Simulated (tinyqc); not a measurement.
Input admittance of a MOSFET at zero drain bias: distributed channel and distributed gate: one step of the calculation.

Source and drain grounded, strong inversion, w = 2 pi f, Cox = eps0 eox/tox. The channel is an RC line of resistance 1/(mu Cox Vo) per square fed from both ends, so one finger has the intrinsic admittance y = i w Cox L tanh(g)/g per width, g = (1/2) sqrt(i w tau), tau = L^2/(mu Vo). The vertical resistance rv/L is in series with y, the overlaps 2 i w Cov in parallel: y_t = 1/(1/y + rv/L) + 2 i w Cov. The gate strip is a line of Rsh/L per length loaded by y_t, so a finger has Y = y_t Wf tanh(k)/k, k = (Wf/sd) sqrt(y_t Rsh/L); the device has Nf Y.

Task. Input impedance of the device. k and Y as defined; Z = 1/(Nf Y) = R + 1/(i w C); Q = |Im Z|/R; signal at the point farthest from a contact |1/cosh k|.

Parameters, values chosen for the exercise; values of the order met in silicon radio-frequency transistors: channel length L = 0.16 um; finger width Wf = 12 um; number of fingers Nf = 8; sheet resistance of the gate Rsh = 4 ohm/square; number of ends at which a finger is contacted sd = 2; frequency f = 48 GHz.

y_t = 19.46019+661.66093i uS/um

Give: k; Nf Y; R; C; Q; signal at the far point.

Result.

k = 0.5537+0.5377i
Nf Y = 13.54+60.02i mS
R = 3.577 ohm
C = 209.2 fF
Q = 4.432
signal at the far point = 0.9636

Computed by the program tinyqc: `OMP_NUM_THREADS=1 python tinyqc.py 2262155 2262156 out.jsonl`, one thread of a shared Intel Xeon 2.30GHz, about 0.01 s for the whole run.
